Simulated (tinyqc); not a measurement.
# Inputs raised by 10 %, one at a time

Model: gas flow in a process chamber: flow regimes, conductance, effective pumping speed, pump-down, outgassing and purge. Computed by tinyqc, a small Python program. Command: `OMP_NUM_THREADS=1 python tinyqc.py 3120443 3120444 out.jsonl pump sens`. One thread of a shared host (Intel(R) Xeon(R) Processor @ 2.30GHz), about 0.01 s of CPU time with the checks.

Ideal gas, isothermal flow, a pump of constant speed at the end of a round pipe; process gas, volume gas and outgassing are given the same properties. 1 sccm = 101325 Pa x 1e-6 m^3/60 s x T/273.15 K.

Inputs (values chosen for the exercise, modelled on oxygen near room temperature):
```
quantity            value           unit
molar mass M           32          g/mol
molecular diameter   0.36             nm
viscosity eta        20.6  micropascal s
temperature T         293              K
chamber volume V       32              L
pipe diameter d       2.5             cm
pipe length l         350             cm
pump speed S          6.9            L/s
process gas flow       15           sccm
```

Constants: k_B = 1.380649e-23 J/K; u = 1.6605390666e-27 kg.

Method:
- Mean speed c = sqrt(8 k_B T/(pi m)); aperture conductance C_a = c pi d^2/16; molecular pipe C_m = C_a/(1 + 3 l/(4 d)) (Dushman form); viscous pipe C_v = pi d^4 p_mean/(128 eta l); Knudsen interpolation C = C_v + C_m (1 + x)/(1 + 1.24 x), x = d p_mean sqrt(m/(k_B T))/eta.
- Effective speed 1/S_eff = 1/S + 1/C_m; time constant V/S_eff; pressure at which the free path k_B T/(sqrt2 pi d_m^2 p) equals d.
- Steady flow: the pump inlet is at p_2 = Q/S, and the chamber pressure p_1 solves Q = C((p_1 + p_2)/2) (p_1 - p_2). Residence time = p_1 V/Q.
- Knudsen number = free path at the mean pressure over d.

Runs:
```
input moved              from    to  chamber pressure p_1 (Pa)  S_eff in molecular flow (L/s)  residence time (s)  conductance C (L/s)
base run                    -     -                     18.304                        0.47467              21.556               1.8915
molar mass M (g/mol)       32  35.2                     18.401                        0.45404              21.671               1.8787
chamber volume V (L)       32  35.2                     18.304                        0.47467              23.711               1.8915
pipe diameter d (cm)      2.5  2.75                     15.203                        0.61720              17.904               2.4121
pipe length l (cm)        350   385                     19.236                        0.43459              22.654               1.7761
pump speed S (L/s)        6.9  7.59                     18.188                        0.47766              21.420               1.8600
process gas flow (sccm)    15  16.5                     19.366                        0.47467              20.733               1.9881
```

Exponents ln(y'/y) / ln(x'/x):
```
input             chamber pressure p_1  S_eff in molecular flow  residence time  conductance C
molar mass M                     0.056                   -0.466           0.056         -0.071
chamber volume V                 0.000                    0.000           1.000          0.000
pipe diameter d                 -1.948                    2.755          -1.948          2.551
pipe length l                    0.521                   -0.926           0.521         -0.660
pump speed S                    -0.066                    0.066          -0.066         -0.176
process gas flow                 0.592                    0.000          -0.408          0.523
```

Which inputs matter most for each result?

Among the inputs moved here: chamber pressure p_1 answers most in size to pipe diameter d (exponent -1.948), next to process gas flow (+0.592); its exponent is below 0.0005 for chamber volume V. S_eff in molecular flow answers most in size to pipe diameter d (exponent +2.755), next to pipe length l (-0.926); its exponent is below 0.0005 for chamber volume V, process gas flow. Its exponent -0.466 in molar mass M: molecular conductance follows the mean speed. Residence time answers most in size to pipe diameter d (exponent -1.948), next to chamber volume V (+1.000). Conductance C answers most in size to pipe diameter d (exponent +2.551), next to pipe length l (-0.660); its exponent is below 0.0005 for chamber volume V.
